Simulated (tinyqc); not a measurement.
# Ellipsometry and reflectance of a transparent film on an absorbing substrate: two studies

Air (index 1), film, substrate with N2 = n2 - i k2; time factor exp(+i w t). q_j = sqrt(N_j^2 - sin^2 th), root with positive real part. Fresnel coefficients r_s = (q_a - q_b)/(q_a + q_b), r_p = (N_b^2 q_a - N_a^2 q_b)/(N_b^2 q_a + N_a^2 q_b). tan(Psi) exp(i Delta) = R_p/R_s, Delta taken from 0 to 360 degrees.

Parameters, values chosen for the exercise; indices close to those of titanium dioxide on silicon: wavelength lam = 546.1 nm; angle of incidence th = 70 degrees; index of the transparent film n1 = 2.406; film thickness d = 1.2 nm; index of the substrate n2 = 4.086; extinction coefficient of the substrate k2 = 0.031.

Each table varies one quantity; the others keep the values above.

## Psi and Delta against the film thickness

beta = 2 pi d q1/lam, X = exp(-2 i beta), R = (r01 + r12 X)/(1 + r01 r12 X) for p and s. The last column is the derivative of Delta.

Result of one run:
```
d (nm)  Psi (degrees)  Delta (degrees)   |R_p|^2  |R_s|^2  dDelta/dd (degrees/nm)
6              12.281           157.76  0.033363  0.70406                 -3.4715
```

What becomes of these results when the film thickness d is changed from 6 to 12 nm, all else the same?

Result of the changed run:
```
d (nm)  Psi (degrees)  Delta (degrees)   |R_p|^2  |R_s|^2  dDelta/dd (degrees/nm)
12             13.012           137.59  0.036938  0.69170                 -3.2359
```

The whole series:
```
d (nm)  Psi (degrees)  Delta (degrees)   |R_p|^2  |R_s|^2  dDelta/dd (degrees/nm)
0              12.009           178.97  0.032050  0.70831                 -3.5712
2              12.045           171.84  0.032222  0.70777                 -3.5576
4              12.136           164.75  0.032662  0.70636                 -3.5237
6              12.281           157.76  0.033363  0.70406                 -3.4715
8              12.477           150.88  0.034318  0.70087                 -3.4038
10             12.722           144.15  0.035514  0.69676                 -3.3240
12             13.012           137.59  0.036938  0.69170                 -3.2359
14             13.343           131.21  0.038572  0.68566                 -3.1428
16             13.712           125.02  0.040399  0.67859                 -3.0479
```

Delta falls from 178.97 to 125.02 degrees while Psi moves from 12.01 to 13.71: Delta changes 31.7 times as much as Psi. With the slope of the first row an error of 0.01 degree in Delta means 0.0028 nm.

## Effect of the index of the transparent film

Same model as above.

dDelta/dd is the derivative of Delta; period lam/(2 q1).

Results:
```
n1    Psi (degrees)  Delta (degrees)  |R_p|^2  |R_s|^2  dDelta/dd (degrees/nm)  period (nm)
1.25          12.02            176.4  0.03213   0.7083                  -2.151        331.2
1.45          12.03            175.3  0.03218   0.7082                  -3.017        247.3
1.85          12.04            174.5  0.03220   0.7082                  -3.704        171.3
2.05          12.03            174.5  0.03218   0.7081                  -3.756        149.9
2.25          12.03            174.5  0.03215   0.7081                  -3.686        133.6
2.45          12.02            174.7  0.03211   0.7081                  -3.522        120.7
2.65          12.01            175.0  0.03207   0.7081                  -3.282        110.2
```

Estimate the missing row, n1 = 1.65.

Computed row:
```
n1    Psi (degrees)  Delta (degrees)  |R_p|^2  |R_s|^2  dDelta/dd (degrees/nm)  period (nm)
1.65          12.04            174.8  0.03220   0.7082                  -3.485        201.3
```

With this row back in the table: Psi stays near 12.0 degrees and |R_p|^2 stays near 0.0322. The slope of Delta is largest in size, 3.76 degrees/nm, at n1 = 2.05 among the rows.

tinyqc, about 0.01 s, one thread, Intel Xeon 2.30GHz (shared host): `OMP_NUM_THREADS=1 python tinyqc.py 2870131 2870132 out.jsonl`
